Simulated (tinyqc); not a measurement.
Atomic layer deposition: Langmuir saturation, growth per cycle and coating of deep features: one step, computed by the program tinyqc.

Precursor A sticks only on free sites, so a long enough pulse saturates; co-reactant B then frees the sites again.

Task: The first four cycles. One cycle from coverage th0: pulse A gives th1 = th_s + (th0 - th_s) exp(-(k_a + k_d) t), th_s = k_a/(k_a + k_d); the purge leaves th2 = th1 exp(-k_d t_p); pulse B converts c_B th2 into film and leaves th3 = (1 - c_B) th2. Growth = G c_B th2. Start from th0 = 0.

Inputs (values chosen for the exercise, modelled on hafnium oxide from an amide and water):
```
quantity,value,unit
growth per cycle at saturation G,1,angstrom
temperature T,250,C
pulse time t,0.00019,s
co-reactant completion per pulse c_B,0.99,-
purge time t_p,8.5,s
```

k_a = 1424.194 1/s

k_d = 3.658653e-05 1/s

Give: Cycles.

Result:

Cycles:
```
cycle,th0,th1,th2,th3,growth (angstrom)
1,0.000000,0.2371,0.2370,0.002370,0.2346
2,0.002370,0.2389,0.2388,0.002388,0.2364
3,0.002388,0.2389,0.2388,0.002388,0.2364
4,0.002388,0.2389,0.2388,0.002388,0.2364
```
